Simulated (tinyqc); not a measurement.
# Resistance of a source-drain extension with a graded tip, step by step

Program tinyqc, `OMP_NUM_THREADS=1 python tinyqc.py 2282162 2282163 out.jsonl`; Intel Xeon 2.30GHz, shared host, one thread, about 0.04 s. Printed values are rounded.

y runs along the channel, the gate covers y > 0. The doping is N0 for y < y0 and N0 10^(-(y - y0)/la) beyond, uniform over the depth xj. Sheet conductance s(y) = q mu(N) max(N - Nch, 0) xj + (for y > 0) ma Cox Vo, with mu(N) = u0 + (u1 - u0)/(1 + (N/Nr)^au) and Cox = eps0 eox/tox. Current is taken as one-dimensional; depletion of the tip, spreading and the contact are left out. The metallurgical junction lies at yj, where N = Nch.

Inputs (values chosen for the exercise); mobility law close to that of electrons in silicon: relative permittivity of the gate insulator (close to silicon nitride) eox = 7.52; insulator thickness tox = 2.9 nm; active doping of the extension far from the gate N0 = 5.8e19 cm^-3; lateral abruptness la = 6 nm/decade; position under the gate where the fall begins (gate edge at 0) y0 = -0.9 nm; depth of the extension xj = 25 nm; channel doping Nch = 1.5e18 cm^-3; gate overdrive Vo = 0.32 V; mobility of the gate-induced layer ma = 140 cm^2/(V s); mobility at low doping u1 = 1414 cm^2/(V s); mobility at high doping u0 = 68.5 cm^2/(V s); reference doping Nr = 9.2e16 cm^-3; exponent au = 0.711; gate length Lg = 60 nm.

Constants: q = 1.602176634e-19 C, eps0 = 8.8541878128e-14 F/cm where lengths are in cm. Results are converted to the units shown.

## Sheet resistances and junction position

yj = y0 + la log10(N0/Nch); sheet resistance of the full extension 1/[q mu(N0)(N0 - Nch) xj] and of the gate-induced layer 1/(ma Cox Vo); metallurgical length Lg - 2 yj; ye is where the doped and the gate-induced conductances are equal.

yj = 8.62402 nm
sheet resistance of the extension = 538.139 ohm/square
sheet resistance of the induced layer = 9721.95 ohm/square
metallurgical length = 42.7520 nm
ye = 6.83202 nm
N at ye = 2.98372e18 cm^-3

The gate takes over 1.79 nm before the junction, where N is still 1.99 times the channel doping.

## Resistance of the overlapped part

Midpoint rule on 9 equal steps from 0 to yj: R_ov = sum h/s(y), per width.

| point | y (nm) | N (cm^-3) | doped conductance (uS) | sheet resistance (ohm/square) |
|---|---|---|---|---|
| 0 | 0.479112 | 3.41646e19 | 1154.50 | 795.320 |
| 1 | 1.43734 | 2.36522e19 | 834.294 | 1067.06 |
| 2 | 2.39556 | 1.63745e19 | 604.534 | 1413.64 |
| 3 | 3.35379 | 1.13361e19 | 437.349 | 1851.14 |
| 4 | 4.31201 | 7.84801e18 | 313.240 | 2403.27 |
| 5 | 5.27023 | 5.43320e18 | 218.487 | 3111.90 |
| 6 | 6.22846 | 3.76142e18 | 143.351 | 4061.56 |
| 7 | 7.18668 | 2.60404e18 | 80.8382 | 5443.71 |
| 8 | 8.14491 | 1.80278e18 | 25.8665 | 7768.41 |

R_ov = 26.750 ohm um

The exact integral is 26.927 ohm um; the coarse sum is 0.66 % below it.
